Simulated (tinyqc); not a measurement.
# Cell and bit-line capacitance from two signals

Inverse problem. In a DRAM a freshly written one gives the bit-line signal (Vd/2) Cs/(Cs + Cb). Find Cs and Cb.

Values chosen for this exercise: array voltage Vd = 1.4 V.

signal of a fresh one without and with 10 fF added to the bit line (mV): 337.93103  288.23529

Solution. (Vd/2)/signal = 1 + Cb/Cs, and the added capacitance raises it by its ratio to Cs.

Cs = 28.00 fF
Cb = 30.00 fF

Numbers from tinyqc (`OMP_NUM_THREADS=1 python tinyqc.py 2130120 2130121 out.jsonl`; about 0.01 s on one thread of a shared Intel Xeon 2.30GHz).
